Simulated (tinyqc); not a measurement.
CIS and TDHF on RHF in the sto-3g basis, frozen core, for BeH2, spin multiplicity 1, step by step. One step of it, computed by the program tinyqc.

Question. TDHF (RPA) triplet states. B(ia,jb) = - (ib|ja); the squared energies are the eigenvalues of (A - B)(A + B); 1 hartree = 27.211386 eV.

CIS matrix A, triplet (hartree), order 2>4, 2>5, 2>6, 2>7, 3>4, 3>5, 3>6, 3>7:
```
[[0.290878, 0.000000, 0.000000, 0.000000, -0.000054, 0.000000, 0.000000, 0.000000],
 [0.000000, 0.290878, 0.000000, 0.000000, 0.000000, -0.000054, 0.000000, 0.000000],
 [0.000000, 0.000000, 0.463733, -0.034466, 0.000000, 0.000000, 0.007212, -0.136824],
 [0.000000, 0.000000, -0.034466, 0.839613, 0.000000, 0.000000, -0.136824, -0.012820],
 [-0.000054, 0.000000, 0.000000, 0.000000, 0.265944, 0.000000, 0.000000, 0.000000],
 [0.000000, -0.000054, 0.000000, 0.000000, 0.000000, 0.265944, 0.000000, 0.000000],
 [0.000000, 0.000000, 0.007212, -0.136824, 0.000000, 0.000000, 0.408117, 0.034535],
 [0.000000, 0.000000, -0.136824, -0.012820, 0.000000, 0.000000, 0.034535, 0.787352]]
```

Two-electron integrals over orbitals (pq|rs), unique and non-zero (hartree); the lowest 1 orbital is frozen and left out:
```
(22|22) 0.397134    (32|22) 0.041284    (32|32) 0.152447    (33|22) 0.389698
(33|32) -0.034044   (33|33) 0.430680    (42|42) 0.047853    (43|42) -0.003939
(43|43) 0.014018    (44|22) 0.361597    (44|32) 0.000054    (44|33) 0.345984
(44|44) 0.449859    (52|52) 0.047853    (53|52) -0.003939   (53|53) 0.014018
(54|54) 0.024249    (55|22) 0.361597    (55|32) 0.000054    (55|33) 0.345984
(55|44) 0.401360    (55|55) 0.449859    (62|22) -0.022222   (62|32) -0.012394
(62|33) -0.040795   (62|44) 0.059059    (62|55) 0.059059    (62|62) 0.079021
(63|22) -0.021130   (63|32) -0.089302   (63|33) 0.027390    (63|44) -0.011312
(63|55) -0.011312   (63|62) -0.004667   (63|63) 0.086093    (64|42) 0.046594
(64|43) -0.006175   (64|64) 0.050206    (65|52) 0.046594    (65|53) -0.006175
(65|65) 0.050206    (66|22) 0.384735    (66|32) -0.007212   (66|33) 0.399804
(66|44) 0.360335    (66|55) 0.360335    (66|62) -0.029962   (66|63) 0.010103
(66|66) 0.403343    (72|22) -0.012194   (72|32) -0.040871   (72|33) 0.005206
(72|44) 0.008845    (72|55) 0.008845    (72|62) 0.017145    (72|63) 0.059462
(72|66) -0.001239   (72|72) 0.058346    (73|22) -0.001969   (73|32) -0.000748
(73|33) -0.018412   (73|44) 0.064267    (73|55) 0.064267    (73|62) 0.073465
(73|63) -0.017010   (73|66) -0.022672   (73|72) 0.007523    (73|73) 0.083254
(74|42) 0.003591    (74|43) 0.013195    (74|64) 0.001387    (74|74) 0.016835
(75|52) 0.003591    (75|53) 0.013195    (75|65) 0.001387    (75|75) 0.016835
(76|22) 0.034466    (76|32) 0.136824    (76|33) -0.034535   (76|44) 0.000467
(76|55) 0.000467    (76|62) -0.009784   (76|63) -0.092334   (76|66) -0.009460
(76|72) -0.051546   (76|73) 0.001472    (76|76) 0.138067    (77|22) 0.417324
(77|32) 0.012820    (77|33) 0.429039    (77|44) 0.384627    (77|55) 0.384627
(77|62) -0.028063   (77|63) -0.004807   (77|66) 0.422828    (77|72) -0.007101
(77|73) -0.002806   (77|76) 0.008892    (77|77) 0.472420
```

Give: TDHF matrix B, triplet; squared energies w^2; TDHF energies from the positive w^2.

Answer.

TDHF matrix B, triplet (hartree), order 2>4, 2>5, 2>6, 2>7, 3>4, 3>5, 3>6, 3>7:
```
[[-0.0479, 0.0000, 0.0000, 0.0000, 0.0039, 0.0000, 0.0000, 0.0000],
 [0.0000, -0.0479, 0.0000, 0.0000, 0.0000, 0.0039, 0.0000, 0.0000],
 [0.0000, 0.0000, -0.0790, -0.0171, 0.0000, 0.0000, 0.0047, -0.0595],
 [0.0000, 0.0000, -0.0171, -0.0583, 0.0000, 0.0000, -0.0735, -0.0075],
 [0.0039, 0.0000, 0.0000, 0.0000, -0.0140, 0.0000, 0.0000, 0.0000],
 [0.0000, 0.0039, 0.0000, 0.0000, 0.0000, -0.0140, 0.0000, 0.0000],
 [0.0000, 0.0000, 0.0047, -0.0735, 0.0000, 0.0000, -0.0861, 0.0170],
 [0.0000, 0.0000, -0.0595, -0.0075, 0.0000, 0.0000, 0.0170, -0.0833]]
```

squared energies w^2 (hartree^2): [0.0705, 0.0705, 0.0823, 0.0823, 0.1159, 0.1531, 0.6966, 0.7777]

TDHF energies from the positive w^2 (eV): [7.2257, 7.2257, 7.8068, 7.8068, 9.2630, 10.6484, 22.7119, 23.9974]
